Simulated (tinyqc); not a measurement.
Worked calculation: time-dependent dielectric breakdown: cell percolation, Weibull statistics, area scaling and voltage extrapolation. Computed by tinyqc, a small Python program that keeps every step. Command: `OMP_NUM_THREADS=1 python tinyqc.py 3026886 3026887 out.jsonl tddb walk`. One thread of a shared host (Intel(R) Xeon(R) Processor @ 2.30GHz), about 0.01 s of CPU time with the checks. Intermediate numbers are printed to about 7 digits and carried at full precision; extremes and crossings named in words are read from the listed rows.

The oxide is divided into columns of area a^2, each holding m = t_ox/a cells (m is taken as continuous). A share lambda(t) = (t/t_1)^alpha of the cells is defective, and a column whose cells are all defective breaks down.

Inputs (values chosen for the exercise, for a model gate oxide):
```
quantity,value,unit
oxide thickness t_ox,4.3,nm
defect cell size a,0.99,nm
exponent alpha of defect growth,0.61,-
time t_1 at which the occupied share would reach 1,400000,s
test area A,10,um^2
product area A_u,9e+06,um^2
stress voltage V,5.89,V
use voltage V_u,3.7,V
local exponent n = -d ln t/d ln V at the stress voltage,31,-
activation energy E_a,0.82,eV
stress temperature T,105,C
use temperature T_u,55,C
allowed failure fraction F,1e-06,-
```

Voltage law used: power.

Constants: k_B = 8.617333262e-05 eV/K.

## Weibull parameters from the cell model

Failure fraction F = 1 - (1 - lambda^m)^N with N = A/a^2 columns, which for small lambda^m is 1 - exp(-(t/t63)^beta) with beta = alpha m and t63 = t_1 N^(-1/beta); critical share lambda(t63) = N^(-1/m). 1 um^2 = 1e6 nm^2.

cells per column m = 4.343434

columns N = 1.020304e+07

Weibull slope beta = 2.649495

characteristic life t63 = 905.2160 s

critical share of defective cells = 0.02434234

Times between F = 10 % and 90 % span a factor 3.2: the smaller beta = alpha m, the wider the scatter. Caution: t_1 is an input here; in a real oxide it changes with thickness at fixed voltage.

## A sample of breakdown times

uniform random numbers u: [0.3023, 0.6071, 0.3842, 0.6941, 0.3090, 0.8991, 0.2125, 0.4597]

Each device fails at t = t63 (-ln(1 - u))^(1/beta). Sort the times; median rank F_i = (i - 0.3)/(n_s + 0.4) for n_s devices; W = ln(-ln(1 - F_i)).

Weibull plot:
```
i,t (s),F_i,ln t,W
1,527.311,0.0833333,6.267790,-2.441716
2,615.562,0.2023810,6.422536,-1.486671
3,621.739,0.3214286,6.432520,-0.947354
4,688.787,0.4404762,6.534933,-0.543574
5,753.764,0.5595238,6.625079,-0.198574
6,882.257,0.6785714,6.782484,0.126615
7,964.953,0.7976190,6.872079,0.468505
8,1238.296,0.9166667,7.121491,0.910235
```

## Fitting the sample

W = ln(-ln(1 - F_i)) with the median ranks F_i. Least squares in W: W = beta ln t - beta ln t63. Maximum likelihood: solve sum t^b ln t/sum t^b - 1/b = mean of ln t for b, then t63 = (mean of t^b)^(1/b).

slope by least squares = 3.706263

t63 by least squares = 872.2414 s

slope by maximum likelihood = 3.747556

t63 by maximum likelihood = 869.8226 s

The true values are beta = 2.649 and t63 = 905 s. With 8 devices the standard error of the maximum-likelihood slope is about 0.78 beta/sqrt(n_s) = 0.73; the fits miss by +1.06 and +1.10, and t63 by -4 and -4 %.

## Projection to use conditions

All three voltage laws share the slope n at the stress voltage. Factor t(V_u)/t(V): E law exp(n (1 - V_u/V)); 1/E law exp(n (V/V_u - 1)); power law (V/V_u)^n. Temperatures in kelvin are T(C) + 273.15. Temperature factor exp[(E_a/k_B)(1/T_u - 1/T)]; area factor (A/A_u)^(1/beta); percentile factor (-ln(1 - F))^(1/beta); life = t63 x all four; 1 year = 3.15576e7 s.

voltage factor = 1816857

temperature factor = 46.25628

area factor = 0.005658323

percentile factor = 0.005437729

projected life = 0.07417284 years

Area and percentile together cost 4.5 decades, voltage and temperature return 7.9; a ten-year target is missed.

## Three voltage laws

Life = t63 x voltage, temperature, area and percentile factors, the last three as above.

Log10 of the life in years:
```
V_u/V,V_u (V),E law,1/E law,power law
1.00,5.8900,-7.389076,-7.38908,-7.389076
0.95,5.5955,-6.715919,-6.68049,-6.698508
0.90,5.3010,-6.042763,-5.89317,-5.970594
0.80,4.7120,-4.696450,-4.02329,-4.384865
0.70,4.1230,-3.350137,-1.61916,-2.587115
0.60,3.5340,-2.003824,1.58634,-0.511765
0.50,2.9450,-0.657511,6.07405,1.942854
0.40,2.3560,0.688802,12.80562,4.947065
```

At V_u/V = 0.9 the laws differ by 0.15 decades at most, and at 0.5 by 6.7. The E law is the most cautious and the 1/E law the most hopeful. Ten years are reached at V_u/V = 0.377 (E), 0.616 (1/E), 0.536 (power). Caution: the rows at low voltage extrapolate over many decades and cannot be tested.

Checks made by the program: Weibull form against the exact column count at t63 (relative difference 3e-08).
